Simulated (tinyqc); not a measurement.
Inside a calculation: optical transitions of a finite quantum well. Values are carried at full precision from step to step, so a last printed digit may differ when a step is redone from the rounded ones.

Each carrier sees a square well of width L with its own depth V and masses m (inside), mb (outside); c = hbar^2/2m0, k = sqrt(m E/c), kappa = sqrt(mb (V - E)/c), and level n solves k L + 2 atan[(k/m)/(kappa/mb)] = n pi. The envelope is cos(kz) for odd n and sin(kz) for even n inside, joins exp(-kappa (|z| - L/2)) outside, and is normalised to 1. Excitons and band mixing are left out.

Constants: hbar^2/2m0 = 3.80998211 eV angstrom^2; hc = 1239.841984 eV nm; fine-structure constant alpha = 0.007297352564.

Values chosen for the exercise (near those of an InGaAs well in InAlAs; not measured data): L = 68 angstrom (well width); Eg = 0.798 eV (gap of the well); Vc = 0.517 eV (conduction offset); Vv = 0.209 eV (valence offset); me = 0.0414 m0 (electron, well); meb = 0.0728 m0 (electron, barrier); mh = 0.383 m0 (heavy hole along z, well); mhb = 0.417 m0 (heavy hole, barrier); ml = 0.0518 m0 (light hole along z, well); mlb = 0.0884 m0 (light hole, barrier); Ns = 1.2 x 1e12/cm^2 (electrons in e1); n_r = 3.41 (refractive index); G = 8 meV (half width of the line).

## Confinement energies

Up to three levels for each carrier.

Levels:
```
level,E (eV),k (1/angstrom),kappa (1/angstrom)
e1,0.0856,0.03050,0.09079
e2,0.3405,0.06083,0.05807
hh1,0.0144,0.03806,0.14594
hh2,0.0570,0.07568,0.12899
hh3,0.1248,0.11201,0.09599
lh1,0.0535,0.02697,0.06007
lh2,0.1968,0.05173,0.01680
```

## Interband transitions

From e1 and e2 to each hole level: E = Eg + E_e + E_h, wavelength hc/E, squared overlap of the envelopes, and the strength |<S|p|v>|^2 in units of P^2 at the subband edge: overlap^2 times 1/2 (hh) or 1/6 (lh) for light polarised in the plane (TE), times 0 (hh) or 2/3 (lh) along z (TM).

Transitions:
```
pair,E (eV),wavelength (nm),overlap^2,TE,TM
e1-hh1,0.8980,1380.6,0.9705,0.4853,0.0000
e1-lh1,0.9371,1323.0,0.9865,0.1644,0.6577
e1-hh2,0.9406,1318.1,0.0000,0.0000,0.0000
e1-hh3,1.0084,1229.5,0.0201,0.0101,0.0000
e1-lh2,1.0805,1147.5,0.0000,0.0000,0.0000
e2-hh1,1.1529,1075.4,0.0000,0.0000,0.0000
e2-lh1,1.1920,1040.1,0.0000,0.0000,0.0000
e2-hh2,1.1955,1037.1,0.8822,0.4411,0.0000
e2-hh3,1.2633,981.4,0.0000,0.0000,0.0000
e2-lh2,1.3353,928.5,0.7503,0.1250,0.5002
```

The edge is e1-hh1 at 1381 nm. Pairs of opposite parity vanish exactly; e1-hh3 is allowed by parity and reaches 0.0201, only because the two envelopes leak differently into the barriers.

## Intersubband transitions from e1

z_1j = <1|z|j>; 1/m1 = <1|1/m|1>; f_1j = (m1/c)(E_j - E_1) z_1j^2, which sums to 1 over all bound and continuum states.

Transitions:
```
pair,E (meV),wavelength (micrometre),|z| (angstrom),f
1-2,254.9,4.86,18.56,0.9772
```

m1 = 0.0424 m0
sum of f over bound states = 0.9772

The continuum carries the remaining 0.0228. With hard walls z_12 = 16 L/(9 pi^2) = 12.25 angstrom and f_12 = 256/(27 pi^2) = 0.9607.

## Absorption of one well

For light polarised along z (a real waveguide or Brewster geometry adds an angle factor), with all electrons in e1 and none in e2, the peak fractional absorption is 4 pi alpha Ns c f_12/(n_r m1 G) and the area under the Lorentzian line is pi G times that, c = hbar^2/2m0; 1e12/cm^2 = 1e-4/angstrom^2. EF - E1 = 2 pi c Ns/m1 at zero temperature.

peak absorption = 3.540 %
area = 88.98 % meV
EF - E1 = 67.7 meV

EF lies below e2, as assumed.

## Checks

- Sum of f over all levels of a difference grid (60 cells across the well) against 1: 0.999 against 1.000.
- The strength f_12 on that grid against the matched envelopes: both 0.977.

Computed by tinyqc, a small Python program: `OMP_NUM_THREADS=1 python tinyqc.py 1282572 1282573 out.jsonl` (the numbers bound the seed that draws the inputs); one thread of a shared host (Intel(R) Xeon(R) Processor @ 2.30GHz), about 0.09 s for the whole set of steps.
